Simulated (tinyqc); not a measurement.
# Regular and subregular solution with a miscibility gap, step by step

A worked calculation. Computed by tinyqc, a small Python program that keeps every step. Command: `OMP_NUM_THREADS=1 python tinyqc.py 3016534 3016535 out.jsonl regsol walk`. One thread of a shared host (Intel(R) Xeon(R) Processor @ 2.30GHz), about 0.03 s of CPU time with the checks. Intermediate numbers are printed to about 6 digits and carried at full precision; extremes and crossings named in words are read from the listed rows.

Per mole of mixing sites: G(x) = x (1 - x) [L0 + L1 (1 - 2x)] + R T [x ln x + (1 - x) ln(1 - x)], x the fraction of B.

Inputs (values chosen for the exercise, for a model semiconductor alloy):
```
quantity,value,unit
lattice constant a_A,5.869,angstrom
lattice constant a_B,6.058,angstrom
constant K,46600,kJ angstrom^2.5/mol
asymmetry L1,0.2,kJ/mol
temperature T,99,K
overall fraction x0,0.24,-
coherency modulus Y,191,GPa
molar volume V_m,31.9,cm^3/mol
gradient coefficient kappa,4.7e-10,J/m
start value s0,0.02,-
```

Source of L0: delta-lattice-parameter rule.

Constants: R = 8.314462618 J/(mol K).

## Interaction parameter

A bonding enthalpy -K a^(-2.5) with a linear in x gives L0 = 4.375 K (a_A - a_B)^2/abar^4.5, abar the mean lattice constant; eta = (a_B - a_A)/abar.

L0 = 2.35794 kJ/mol

eta = 0.0316928

## G, chemical potentials and activities

G' = L0 (1 - 2x) + L1 (1 - 6x + 6x^2) + R T ln[x/(1 - x)]; G'' = -2 L0 - 6 L1 (1 - 2x) + R T/[x (1 - x)]. mu_A = G - x G', mu_B = G + (1 - x) G', activity = exp(mu/(R T)).

G, G'' and activities at x = 0.02, 0.1, 0.2, 0.35, 0.5, 0.65, 0.8, 0.9, 0.98:
```
x,G (kJ/mol),G'' (kJ/mol),activity of A,activity of B
0.02,-0.0307204,36.1286,0.98140,0.38822
0.10,-0.0409719,3.4700,0.93202,1.14548
0.20,-0.0154273,-0.2913,0.91651,1.29046
0.35,0.0171466,-1.4577,0.96827,1.12683
0.50,0.0189326,-1.4233,1.08735,0.96296
0.65,-0.0101534,-0.7377,1.22327,0.88030
0.80,-0.0538273,1.1487,1.21264,0.87815
0.90,-0.0697719,5.3900,0.90452,0.92032
0.98,-0.0382468,38.4326,0.25270,0.98085
```

G'' is negative at 4 of the nine compositions (0.2, 0.35, 0.5, 0.65), where the solution is unstable.

## Critical point

The spinodal is G'' = 0, R T_s(x) = x (1 - x) [2 L0 + 6 L1 (1 - 2x)]; the critical point is its maximum.

critical composition x_c = 0.439206

critical temperature T_c = 144.023 K

L1 > 0 moves the top of the gap to the A-rich side and raises it by 2.2 K over L0/(2 R).

## Spinodal at T

Solve G'' = 0 on each side of x_c.

spinodal x_s1 = 0.184388

spinodal x_s2 = 0.728980

Caution: at such a low temperature diffusion in a solid alloy is normally frozen, so this equilibrium would not be reached.

## First Newton step for the common tangent

Common tangent: F1 = G'(x1) - G'(x2) = 0 and F2 = [G - x G'](x1) - [G - x G'](x2) = 0. Newton step: J = [[G''(x1), -G''(x2)], [-x1 G''(x1), x2 G''(x2)]], J dx = -F; a step that would leave 0 < x < 1 is halved until it stays inside. The start is x1 = s0, x2 = 1 - s0.

F (kJ/mol): F1 -1.87972, F2 1.11681

J (kJ/mol):
```
,1,2
1,36.1286,-38.4326
2,-0.7226,37.6640
```

new (x1, x2): [0.040913, 0.950749]

## Binodal by Newton steps

Stop when the step is below 1e-12, or when x1 and x2 meet within 1e-5; residuals under 1e-7 are shown as 0.

Iteration:
```
step,x1,x2,F1 (kJ/mol),F2 (kJ/mol)
1,0.0200000,0.980000,-1.87972e+00,1.11681e+00
2,0.0409126,0.950749,-7.33568e-01,4.62597e-01
3,0.0579387,0.916654,-1.93328e-01,1.36684e-01
4,0.0630119,0.895950,-2.50852e-02,2.15729e-02
5,0.0631443,0.891211,-8.46095e-04,8.10721e-04
6,0.0631360,0.891017,-1.34071e-06,1.27720e-06
7,0.0631359,0.891016,0,0
```

solubility limit x1 = 0.0631359

solubility limit x2 = 0.891016

Converged: the gap runs from 0.06314 to 0.8910, outside the spinodal as it must.

## Lever rule at x0

Inside the gap the B-rich phase has the fraction f = (x0 - x1)/(x2 - x1), and the gain is (1 - f) G(x1) + f G(x2) - G(x0); outside it one phase remains.

fraction f of the B-rich phase = 0.213635

free energy of decomposition = -44.9726 J/mol

x0 lies inside the chemical spinodal: coherency strain aside, small waves of composition grow without a barrier.

## Fastest-growing wave

Linear Cahn-Hilliard theory, coherency strain left out, with energy density G/V_m + kappa (grad x)^2: the rate goes as -k^2 (G''/V_m + 2 kappa k^2), so k_c^2 = -G''/(2 kappa V_m), the fastest wave has k_m = k_c/sqrt(2) and length 2 pi/k_m.

G''(x0) = -0.827089 kJ/mol

k_c = 0.166080 1/nm

fastest wavelength = 53.5030 nm

## Coherent spinodal

If the lattice stays coherent, G'' gains 2 eta^2 Y V_m (eta = d ln a/dx, Y the biaxial modulus, E/(1 - nu) if isotropic), which is L0 replaced by L0 - eta^2 Y V_m (1 GPa cm^3/mol = 1 kJ/mol); the program reports 0 if the result is below its cutoff 3.5 |L1|.

eta^2 Y V_m = 6.11991 kJ/mol

top of the coherent spinodal = 0 K

Coherency strain takes most or all of L0: decomposition then needs incoherent interfaces or a free surface.

## The phase diagram

For this table each start is x_s1/6 and 1 - (1 - x_s2)/6. The dilute estimate of x1 is exp(-(L0 + L1)/(R T)).

Binodal and spinodal:
```
T (K),binodal x1,spinodal x_s1,spinodal x_s2,binodal x2,dilute estimate of x1
58,0.00523590,0.0934644,0.853942,0.987595,0.00497021
72,0.0157900,0.121080,0.814443,0.967622,0.0139413
86,0.0350492,0.151869,0.772046,0.934923,0.0279507
101,0.0685283,0.189830,0.721935,0.882923,0.0475473
115,0.116770,0.232535,0.668143,0.813910,0.0688924
130,0.200485,0.293646,0.595408,0.704607,0.0938056
138,0.276679,0.342771,0.540187,0.613497,0.107599
```

The dilute estimate is 0.95 of x1 at the lowest T and 0.39 at the highest: it drops the pull of the other solutes and the impurity of the second phase. Near the top the binodal is 1.71 times as wide as the spinodal; the mean-field limit at T_c is sqrt(3) = 1.73. The gap is lopsided: at the lowest T, A dissolves 0.0052 of B and B dissolves 0.012 of A.

Checks made by the program: binodal against the lower hull of G on 40001 points (relative difference 1e-05).
